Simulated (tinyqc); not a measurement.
Bias-temperature instability from a Gaussian distribution of capture and emission barriers. From remaining share dV/dV0 back to recovery time t_r. Computed by tinyqc, a small Python program. Command: `OMP_NUM_THREADS=1 python tinyqc.py 3005884 3005885 out.jsonl bti inv`. One thread of a shared host (Intel(R) Xeon(R) Processor @ 2.30GHz), about 0.04 s of CPU time with the checks.

Each trap has a capture time tau_0 exp(E_c/(k_B T)) under stress and an emission time tau_0 exp(E_e/(k_B T)) after it. E_c is Gaussian, and E_e = E_c + d with d Gaussian and independent. A trap counts as filled once t_s exceeds its capture time and as emptied once t_r exceeds its emission time.

Inputs (values chosen for the exercise, for a model p-channel transistor):

| quantity | value | unit |
|---|---|---|
| shift with all traps filled V_max | 68 | mV |
| mean capture barrier at zero field mu_c | 1.96 | eV |
| spread of capture barriers sigma_c | 0.28 | eV |
| lowering of mu_c per field k_F | 0.063 | eV/(MV/cm) |
| oxide field F | 7.4 | MV/cm |
| mean of E_e - E_c at the stress field, delta | -0.31 | eV |
| spread of E_e - E_c, sigma_d | 0.21 | eV |
| time constant tau_0 | 4e-10 | s |
| temperature T | 125 | C |
| stress time t_s | 3 | s |

Constants: k_B = 8.617333262e-05 eV/K.

Method:
- Demarcation energies E_s = k_B T ln(t_s/tau_0), E_r = k_B T ln(t_r/tau_0); mean barrier mu = mu_c - k_F F; z = (E_s - mu)/sigma_c; Phi is the standard normal distribution.
- Temperatures in kelvin are T(C) + 273.15.
- Shift without recovery dV0 = V_max Phi(z); local time exponent n = d ln dV0/d ln t_s = (k_B T/sigma_c) exp(-z^2/2)/(sqrt(2 pi) Phi(z)); apparent activation energy n E_s.
- Remaining shift dV = V_max int_(-infinity)^(E_s) g(E_c) [1 - Phi((E_r - E_c - delta)/sigma_d)] dE_c, g the Gaussian density of E_c (Gauss-Legendre, 120 points over 7 sigma_c below E_s).

Problem. A run gave the result below. Find the recovery time t_r, known to lie between 0.0003 and 0.00087 s.

remaining share dV/dV0 = 0.333159

Solution.

Each step takes the trial c = (a f_b - b f_a)/(f_b - f_a), f being the result less the target and a, b, c the logarithms of the listed values; c replaces end b, the old b replaces a if the sign of f changed, and otherwise f_a is halved.

Scan of the range:

| recovery time t_r (s) | remaining share dV/dV0 |
|---|---|
| 3.00e-04 | 0.359420 |
| 3.58e-04 | 0.349278 |
| 4.28e-04 | 0.339133 |
| 5.11e-04 | 0.329174 |
| 6.10e-04 | 0.319338 |
| 7.29e-04 | 0.309562 |
| 8.70e-04 | 0.299989 |

False position (Illinois rule, in the logarithm of the input) inside the bracket:

| step | end a | end b | trial | remaining share dV/dV0 |
|---|---|---|---|---|
| 1 | 4.28000e-04 | 5.11000e-04 | 4.76014e-04 | 0.333146 |
| 2 | 4.28000e-04 | 4.76014e-04 | 4.75788e-04 | 0.333172 |
| 3 | 4.76014e-04 | 4.75788e-04 | 4.75900e-04 | 0.333159 |

Remaining share dV/dV0 falls at every point of a 13-point scan of the range (every second point is shown), so one value fits; it is bracketed by 4.28e-4 and 5.11e-4. Answer: recovery time t_r = 4.759e-4 s.
